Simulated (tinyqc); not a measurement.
Length of a molecular wire: coherent transport through a tight-binding bridge. Computed by the program tinyqc. T = Gamma_L Gamma_R |G_1n|^2 with the self-energies of semi-infinite chains.

A uniform bridge between two chains:
```
parameter,value
site energy (eV),2.800000
hopping in the bridge (eV),1.440000
lead hopping (eV),2.750000
couplings (eV),"1.05, 1.11"
E (eV),-0.030000
```

Transmission against length:
```
sites,T,ln T
2,3.8457e-02,-3.2582
3,2.3168e-02,-3.7650
4,1.6331e-02,-4.1147
5,1.2867e-02,-4.3531
6,1.1067e-02,-4.5038
7,1.0266e-02,-4.5789
8,1.0215e-02,-4.5839
9,1.0898e-02,-4.5192
10,1.2526e-02,-4.3800
```

What does the comparison show, and why?

E lies inside the band of the bridge (|E - e|/2h = 0.983 < 1): T does not decay but oscillates with length, between 0.010 and 0.038 here, as levels of the bridge pass E.
